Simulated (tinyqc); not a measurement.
Inside a calculation: Lorentz oscillators and the Kramers-Kronig relations. Values are carried at full precision from step to step, so a last printed digit may differ when a step is redone from the rounded ones.

eps(E) = 1 + sum_j S_j/(E0_j^2 - E^2 - i G_j E).

Constants: hbar c = 1973.269805 eV angstrom; hbar^2/2m0 = 3.80998211 eV angstrom^2; e^2/(4 pi eps0) = 14.39964547 eV angstrom.

Parameters, chosen for this exercise (line positions loosely like those of GaN; Lorentz tails absorb below the gap, where the real solid is clear; shifted at random, so the results belong to these values and not to a real crystal): E0 = (4.34, 6.74, 9.13) eV (resonances); G = (1.45, 1.16, 2.34) eV (widths); S = (10.3, 86.1, 107) eV^2 (strengths); E = 8.98 eV (photon energy); h = 0.5 eV (grid step); M = 36 (grid points E_j = j h); i = 10 (grid index at which eps1 is wanted).

## Dielectric function at one energy

Evaluate each oscillator and the sum.

terms: -0.1596+0.0336i  -2.2484+0.6651i  0.6475+5.0083i

eps(E) = -0.7605+5.7071i
eps(0) = 4.7258

## Optical constants

n + i k = sqrt(eps1 + i eps2) with k >= 0; R = ((n - 1)^2 + k^2)/((n + 1)^2 + k^2) at normal incidence from vacuum; alpha = 2 E k/(hbar c), times 1e8 for 1/cm; loss function Im(-1/eps) = eps2/(eps1^2 + eps2^2).

Convert eps at the photon energy E into the optical constants.

n = 1.5807
k = 1.8053
R = 0.3626
alpha = 1.64e+06 1/cm
loss function = 0.1722
vacuum wavelength hc/E (hc = 1239.841984 eV nm) = 138.1 nm

The intensity falls to 1/e within 6.09 nm. eps1 is negative, so k exceeds n, as in a metal below its plasma energy; R is 0.36.

## Absorptive part on the grid

Tabulate eps2 at E_j = j h.

eps2(E_j), j = 1 .. M: 0.0642  0.1341  0.2173  0.3260  0.4841  0.7458  1.2401  2.1000  2.4627  2.2854  2.9114  5.2216  10.6964  10.1969  5.7595  4.6709  5.1826  5.7052  4.8633  3.3794  2.2406  1.5268  1.0864  0.8049  0.6170  0.4863  0.3922  0.3223  0.2690  0.2276  0.1948  0.1683  0.1467  0.1289  0.1140  0.1014

## eps1 at one grid point

Kramers-Kronig: eps1(E) = 1 + (2/pi) P integral_0^infinity E1 eps2(E1)/(E1^2 - E^2) dE1. Maclaurin rule on the grid E_j = j h, j = 1 .. M: eps1(E_i) = 1 + (4 h/pi) sum over j with j - i odd of E_j eps2(E_j)/(E_j^2 - E_i^2); nothing is added above E_M.

List the terms E_j eps2_j/(E_j^2 - E_i^2) for j - i odd, add them and form eps1.

terms in order of j (1/eV): -0.0013  -0.0143  -0.0646  -0.3404  -2.3331  3.0500  4.0305  1.3823  0.9323  0.7081  0.2760  0.1165  0.0588  0.0337  0.0211  0.0140  0.0098  0.0071

sum = 7.886 1/eV
eps1(E_i) = 6.021

The oscillator formula gives 5.962 at E_i = 5 eV. The rule samples every 2h = 1 eV against a narrowest width of 1.16 eV and stops at 18 eV; coarse sampling and the missing tail make the difference.

## The f-sum on the grid

W(E_M) = (2/pi) h sum_j E_j eps2_j, with half weight on the last point; the full integral equals sum S_j = (hbar omega_p)^2, and the electron density follows from (hbar omega_p)^2 = 8 pi c (e^2/(4 pi eps0)) N with c = hbar^2/2m0.

W(E_M) = 188.09 eV^2
sum S = 203.40 eV^2
share reached on this grid (a step near the line widths can inflate it) = 0.925
hbar omega_p = 14.262 eV
N = 1.48e+23 1/cm^3

## Checks

- The value of eps1 at 8.990 eV from a fine, long grid (with the tail of eps2 ~ 1/E^3 added) against the oscillator formula: both -0.793.

Computed by tinyqc, a small Python program: `OMP_NUM_THREADS=1 python tinyqc.py 1680158 1680159 out.jsonl` (the numbers bound the seed that draws the inputs); one thread of a shared host (Intel(R) Xeon(R) Processor @ 2.30GHz), about 0.2 s for the whole set of steps.
